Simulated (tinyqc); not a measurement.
# Changing the temperature T

Model: leakage currents through a thin dielectric. Computed by tinyqc, a small Python program. Command: `OMP_NUM_THREADS=1 python tinyqc.py 3001963 3001964 out.jsonl leak sweep`. One thread of a shared host (Intel(R) Xeon(R) Processor @ 2.30GHz), about 0.1 s of CPU time with the checks.

Electrons leave an electrode with Fermi energy E_F above its band bottom; barriers are counted from the Fermi level, and both electrodes are alike.

Inputs (values chosen for the exercise, modelled on Si3N4):
```
quantity                           value  unit
barrier height phi_B                2.24    eV
tunnelling mass m                   0.43   m_0
static permittivity k               7.57     -
optical permittivity k_o            4.04     -
trap depth phi_t                     1.2    eV
Poole-Frenkel prefactor sigma_0  0.00052  S/cm
thickness t                            5    nm
electrode Fermi energy E_F         0.096    eV
electrode mass m_e                   0.3   m_0
voltage V                            1.7     V
```

Stack: single layer.

Constants: k_B = 8.617333262e-05 eV/K; m_0 = 9.1093837015e-31 kg; e = 1.602176634e-19 C; hbar = 1.054571817e-34 J s; k_B = 1.380649e-23 J/K; eps_0 = 8.8541878128e-12 F/m; h = 6.62607015e-34 J s.

Method:
- Field F = V/t; equivalent oxide thickness 3.9 t/k.
- WKB: a layer of mass m, field F and barrier b(x) = b_0 - e F x gives the exponent (4 sqrt(2 m)/(3 hbar e F)) [b_0^(3/2) - max(b_0 - e F t, 0)^(3/2)] for b_0 > 0; b_0 = barrier - (E - E_F); the transmission is D(E) = exp(-sum of exponents), without image force.
- Tsu-Esaki: J = (e m_e k_B T/(2 pi^2 hbar^3)) int D(E) ln[(1 + exp((E_F - E)/k_B T))/(1 + exp((E_F - eV - E)/k_B T))] dE over the normal energy E (its change with the mass at an interface is neglected) from max(0, E_F - 3 eV) to E_F + largest barrier, by 100 Gauss-Legendre points in each part, split at E_F - 0.3 eV (if inside the range) and E_F + 8 k_B T.
- The mean energy weights E - E_F by the integrand.
- Schottky emission J = A T^2 exp(-(phi_B - sqrt(e^3 F/(4 pi k_o eps_0)))/k_B T), A = 4 pi e m k_B^2/h^3 with the tunnelling mass; Poole-Frenkel J = sigma_0 F exp(-(phi_t - sqrt(e^3 F/(pi k_o eps_0)))/k_B T); both use the field F of the dielectric.

One run for each value; columns: (1) temperature T (K); (2) tunnel current density (A/cm^2); (3) Poole-Frenkel current density (A/cm^2); (4) Schottky current density (A/cm^2); (5) mean energy of the current above E_F (eV):
```
(1)        (2)        (3)        (4)      (5)
150  1.298e-10  2.097e-14  3.169e-58  -0.0477
180  1.379e-10  1.389e-11  1.792e-47  -0.0440
220  1.516e-10  5.095e-09  1.145e-37  -0.0380
260  1.695e-10  3.038e-07  7.437e-31  -0.0304
320  2.063e-10  2.058e-05  8.467e-24  -0.0153
380  2.613e-10  3.683e-04  6.048e-19   0.0073
460  4.102e-10  5.348e-03  2.048e-14   0.1008
550  2.295e-09  4.279e-02  7.215e-11   0.8244
```

Describe and explain the trends.

Over the rows, tunnel current density (A/cm^2) rises from 1.30e-10 to 2.30e-9 (exponent d ln y / d ln x 0.33 between the first rows and 9.6 between the last); Poole-Frenkel current density (A/cm^2) rises from 2.10e-14 to 0.0428 (exponent d ln y / d ln x 36 between the first rows and 12 between the last); Schottky current density (A/cm^2) rises from 3.17e-58 to 7.21e-11 (exponent d ln y / d ln x 140 between the first rows and 46 between the last). Arrhenius slopes between the last two rows: tunnelling 0.417 eV, Poole-Frenkel 0.504 eV (the lowered trap depth). Poole-Frenkel overtakes tunnelling between 180 and 220 K.

Extremes, crossings and ranges named in words are read from the listed rows.
